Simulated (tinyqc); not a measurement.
Hubbard chain of 2 sites, step by step. One step of it, computed by the program tinyqc.

Task: The many-body Hamiltonian. Basis: all placements (u, d, 2, 0 on each site), up operators ordered before down ones; hops carry the sign of the same-spin electrons passed.

one-body matrix (hopping and site energies) (eV), order 1, 2:
$$\begin{pmatrix}
0.000000 & -0.540000 \\
-0.540000 & 0.000000
\end{pmatrix}$$

U = 4.100000 eV

electrons, up and down: [1, 1]

Give: H.

Result:

H (eV), order 20, ud, du, 02:
$$\begin{pmatrix}
4.100 & -0.540 & -0.540 & 0.000 \\
-0.540 & 0.000 & 0.000 & -0.540 \\
-0.540 & 0.000 & 0.000 & -0.540 \\
0.000 & -0.540 & -0.540 & 4.100
\end{pmatrix}$$
